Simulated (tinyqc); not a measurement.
Worked calculation: Deal-Grove kinetics of thermal oxidation of silicon. Computed by tinyqc, a small Python program that keeps every step. Command: `OMP_NUM_THREADS=1 python tinyqc.py 3029031 3029032 out.jsonl oxide walk`. One thread of a shared host (Intel(R) Xeon(R) Processor @ 2.30GHz), about 0.02 s of CPU time with the checks. Intermediate numbers are printed to about 5 digits and carried at full precision; extremes and crossings named in words are read from the listed rows.

Oxidant diffuses through the oxide and reacts at the interface, so that dx/dt = B/(A + 2x) for the oxide thickness x.

Inputs (values chosen for the exercise, close to those used for silicon):
```
quantity                       value    unit
prefactor B0                     866  um^2/h
activation energy E_B           1.22      eV
prefactor (B/A)0            3.16e+06    um/h
activation energy E_A           1.99      eV
temperature T                   1025       C
oxidant pressure p                 1     atm
pressure exponent m of B/A      0.78       -
initial oxide x_i              0.005      um
time t                           5.3       h
temperature of step 2, T2        900       C
time of step 2, t2               0.6       h
```

Ambient: dry oxygen. Surface: (100). Extension: second step.

Constants: k_B = 8.617333262e-05 eV/K.

## Rate constants

B = B0 p exp(-E_B/(k_B T)), B/A = (B/A)0 p^m exp(-E_A/(k_B T)), p in atm; A = B/(B/A). Temperatures in kelvin are T(C) + 273.15.

parabolic constant B = 0.015891 um^2/h

linear constant B/A = 0.059423 um/h

length A = 0.26741 um

Reaction at the interface limits growth while x is well below A/2 = 0.134 um, diffusion once x is well above it.

## Thickness after the oxidation

tau = (x_i^2 + A x_i)/B and x = (A/2) [sqrt(1 + 4 B (t + tau)/A^2) - 1], the root of x^2 + A x = B (t + tau). Silicon consumed is 0.44 times the oxide grown; the rate is B/(A + 2x).

tau = 0.085716 h

oxide thickness x = 0.18794 um

silicon consumed = 0.080496 um

final growth rate = 0.024702 um/h

2x/A = 1.41: reaction and diffusion both resist, diffusion with a share 2x/(A + 2x) = 0.58. Caution: dry oxides grow faster than Deal-Grove predicts below about 0.03 um, so a start from a thinner film underestimates the thickness (a common remedy is x_i = 0.025 um).

## Full law against its linear and parabolic limits

Linear limit x = (B/A)(t + tau); parabolic limit x = sqrt(B (t + tau)).

Thickness (um):
```
t (h)     full  linear limit  parabolic limit    2x/A
0.05   0.00784        0.0081          0.04644  0.0586
0.1    0.01061        0.0110          0.05432  0.0794
0.25   0.01865        0.0199          0.07304  0.1395
0.5    0.03117        0.0348          0.09647  0.2331
1      0.05372        0.0645          0.13135  0.4018
2      0.09217        0.1239          0.18205  0.6893
4      0.15405        0.2428          0.25480  1.1521
8      0.24887        0.4805          0.35845  1.8613
16     0.38925        0.9559          0.50558  2.9112
32     0.59275        1.9066          0.71405  4.4332
```

Both limits lie above the full result, since each drops one resistance. The linear law overshoots by 2.9 % in the first row and 220 % in the last, the parabolic law by 490 % and 20 %. The better limit switches between 4 and 8 h; both give the same value where B (t + tau) = A^2, at 2x/A = sqrt5 - 1 = 1.24.

## A second oxidation in the same ambient

Step 2 starts from the thickness x of step 1, with B and A at T2: tau2 = (x^2 + A2 x)/B2 and x2 = (A2/2) [sqrt(1 + 4 B2 (t2 + tau2)/A2^2) - 1].

B2 = 0.0049714 um^2/h

A2 = 0.55680 um

tau2 = 28.156 h

thickness after both steps x2 = 0.19113 um

## Two steps, the one at T2 first

First t2 at T2 from x_i, then t at T from the thickness reached.

thickness after t2 at T2 = 0.010215 um

final thickness in this order = 0.19023 um

The order changes the result by -0.47 %: ending with the larger A gives the thicker film, since A differs between the steps and the times are not simply additive.

Checks made by the program: closed form against Runge-Kutta integration of dx/dt (relative difference below 1e-10).
